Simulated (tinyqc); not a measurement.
Inside a calculation. Model: electron-beam lithography: double-Gaussian proximity function, edge placement and dose correction for parallel lines. Computed by tinyqc, a small Python program that keeps every step. Command: `OMP_NUM_THREADS=1 python tinyqc.py 3113485 3113486 out.jsonl proximity walk`. One thread of a shared host (Intel(R) Xeon(R) Processor @ 2.30GHz), about 0.01 s of CPU time with the checks. Intermediate numbers are printed to about 5 digits and carried at full precision; extremes and crossings named in words are read from the listed rows.

Lines are infinitely long. Absorbed energy is counted so that the middle of a very large area written at dose 1 receives 1; the resist develops where it exceeds 1/2.

Inputs (values chosen for the exercise, of the order of those for 50 keV electrons in resist on silicon):
```
quantity                               value               unit
forward range alpha                   0.0088         micrometre
backscatter range beta                   8.9         micrometre
backscatter ratio eta                   0.51                  -
base dose D0                              90  microcoulomb/cm^2
beam current                             4.9                 nA
pixel size                                 5                 nm
width of the test line                 0.054         micrometre
pattern density around the test line    0.43                  -
```

line widths (micrometre): 5.7  2  0.052  0.067

gaps between the lines (micrometre): 2.3  0.13  7.9

Constants: e = 1.602176634e-19 C.

## Layout

The first line starts at x = 0; each next one starts after the width and the gap.

Lines (micrometre):
```
line  left edge  right edge   centre
1         0.000       5.700   2.8500
2         8.000      10.000   9.0000
3        10.130      10.182  10.1560
4        18.082      18.149  18.1155
```

## Interaction matrix

f(r) = [exp(-r^2/alpha^2)/alpha^2 + eta exp(-r^2/beta^2)/beta^2]/(pi (1 + eta)). A line from a to b at dose d gives E(x) = d [S(alpha) + eta S(beta)]/(1 + eta), S(s) = [erf((b - x)/s) - erf((a - x)/s)]/2. M_ij is the mean of E at the two edges of line i from line j at dose 1.

M:
```
         1        2        3        4
1  0.43835  0.02634  0.00058  0.00011
2  0.07544  0.37324  0.00108  0.00051
3  0.06288  0.04193  0.33224  0.00064
4  0.00752  0.01507  0.00050  0.33256
```

## Dose correction

Uncorrected edge energies are M 1. Solve M d = 1/2 for the doses d that put the mean edge energy of every line at the threshold.

edge energies at dose 1: 1 0.46538, 2 0.45027, 3 0.43770, 4 0.35565

corrected doses: 1 1.0716, 2 1.1177, 3 1.1583, 4 1.4269

largest over smallest dose = 1.3316

Line 4 needs the most and line 1 the least; a narrow isolated line much wider than alpha would need 1 + eta = 1.51.

## Printed widths

Edges are the roots of E(x) = 1/2 between a line centre and the middle of the next gap. Three cases: dose 1 everywhere; one common dose equal to the mean of d; the corrected doses.

Width error, printed less drawn (nm):
```
line  drawn width (nm)   dose 1  mean dose  corrected
1                 5700  -1.6364     2.2030   4.70e-05
2                 2000  -2.3583     1.4828   1.15e-04
3                   52  -2.9626     0.8864   4.00e-06
4                   67  -7.1786    -3.0083   1.00e-06
```

With the common mean dose the errors span 5.2 nm. With corrected doses the largest error is below 0.01 nm.

## Dose to size and latitude

A test line of width w << beta in surroundings of density rho, all at dose d: near its edge E(x) = d [S + eta rho]/(1 + eta), S = [erf((b - x)/alpha) - erf((a - x)/alpha)]/2 for edges a and b, the second term being the background energy. Dose to size d_s = (1 + eta)/(erf(w/alpha) + 2 eta rho), dose = d_s D0; edge slope d [1 - exp(-w^2/alpha^2)]/(sqrt(pi) alpha (1 + eta)); width change per 1 % of dose = 2 x 0.01 x (1/2)/slope.

dose to size d_s = 1.0496

dose = 94.467 microcoulomb/cm^2

edge slope = 0.044566 1/nm

width change per 1 % of dose = 0.22439 nm

background energy = 0.15244

The background supplies 30 % of the threshold.

## Shot noise and writing time

With dose = d_s D0: electrons per pixel N = dose x pixel area/e; relative noise 1/sqrt(N); time per cm^2 of pattern area = dose x density/current; pixel rate = current/(dose x pixel area).

electrons per pixel = 147.40

shot noise = 8.2366 %

writing time per cm^2 = 2.3028 h

pixel rate = 207.48 MHz

Checks made by the program: corrected edge energies (relative difference below 1e-10).
